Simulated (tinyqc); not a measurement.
Schottky barrier with interface states (Cowley-Sze model), image lowering and contact resistance. Changing the reverse bias V_r. Computed by tinyqc, a small Python program. Command: `OMP_NUM_THREADS=1 python tinyqc.py 3016973 3016974 out.jsonl pinning sweep`. One thread of a shared host (Intel(R) Xeon(R) Processor @ 2.30GHz), about 0.02 s of CPU time with the checks.

An n-type semiconductor under a metal. The barrier lies between the Schottky-Mott limit phi_M - chi and the Bardeen limit E_g - E_n, E_n being the neutrality level of the interface states; the space-charge term of the full Cowley-Sze expression is left out.

Inputs (values chosen for the exercise, with gap, mass and screening modelled on silicon):
```
quantity,value,unit
gap E_g,1.12,eV
electron affinity chi,4,eV
metal work function phi_M,4.41,eV
neutrality level E_n above the valence band,0.342,eV
interface-state density D,1.2e+13,cm^-2 eV^-1
dipole layer thickness delta,0.26,nm
dipole layer constant eps_i,2,-
dielectric constant eps_s,12.1,-
electron mass m_e,0.332,m_0
valleys M_c,6,-
donor density N,6.1e+16,cm^-3
temperature T,300,K
```

Pinning factor from: interface states.

Constants: e = 1.602176634e-19 C; eps_0 = 8.8541878128e-12 F/m; k_B = 8.617333262e-05 eV/K; m_0 = 9.1093837015e-31 kg; k_B = 1.380649e-23 J/K; h = 6.62607015e-34 J s.

Method:
- S = 1/(1 + e^2 D delta/(eps_i eps_0)); for D per eV, e^2 D is the number e x D in SI units, with 1 cm^-2 = 1e4 m^-2.
- phi_B = S (phi_M - chi) + (1 - S)(E_g - E_n); the hole barrier is E_g - phi_B.
- N_c = 2 M_c (2 pi m_e k_B T/h^2)^(3/2); xi = E_c - E_F solves N = N_c F_1/2(-xi/k_B T) (bisection; full ionisation).
- F_1/2(eta) = (2/sqrt(pi)) int_0^infinity sqrt(x)/(1 + exp(x - eta)) dx, by the trapezoid rule in t = sqrt(x) with step 0.02 up to t = 12 (for eta < -12 by exp(eta) - exp(2 eta)/2^(3/2)).
- V_bi = phi_B - xi; W = sqrt(2 eps_s eps_0 (V_bi + V_r - k_B T/e)/(e N)); field at the metal E_m = e N W/(eps_s eps_0); image lowering sqrt(e E_m/(4 pi eps_s eps_0)).
- A* = 4 pi e m_e M_c k_B^2/h^3 (a simple valley count); J_s = A* T^2 exp(-phi/k_B T).
- J_0 uses phi_B; the reverse current uses phi_B less the image lowering, times 1 - exp(-V_r/k_B T).

One run for each value:
```
reverse bias V_r (V),depletion width W (nm),image lowering (eV),thermionic reverse current (A/cm^2),field E_m (V/cm)
0.20,105.3,0.03381,0.449,9.608e+04
0.41,125.3,0.03688,0.506,1.143e+05
0.84,158.5,0.04148,0.605,1.446e+05
1.70,209.7,0.04771,0.770,1.913e+05
3.50,288.9,0.05600,1.060,2.635e+05
7.20,405.7,0.06636,1.583,3.701e+05
15.00,579.3,0.07930,2.612,5.284e+05
30.00,815.1,0.09407,4.624,7.436e+05
```

Describe and explain the trends.

Over the rows, depletion width W (nm) rises from 105 to 815 (exponent d ln y / d ln x 0.24 between the first rows and 0.49 between the last); image lowering (eV) rises from 0.0338 to 0.0941 (exponent d ln y / d ln x 0.12 between the first rows and 0.25 between the last); thermionic reverse current (A/cm^2) rises from 0.449 to 4.62 (exponent d ln y / d ln x 0.17 between the first rows and 0.82 between the last). At the high end the exponent of depletion width W is 0.49, close to 0.50: W goes as sqrt(V_bi + V_r). At the high end the exponent of image lowering is 0.25, close to 0.25: the lowering goes as (V_bi + V_r)^(1/4).

Caution (rows 15.0, 30.0): the field is near breakdown. Caution (rows 30.0): the field is near or above breakdown for such a gap, so avalanche or tunnelling current would take over.
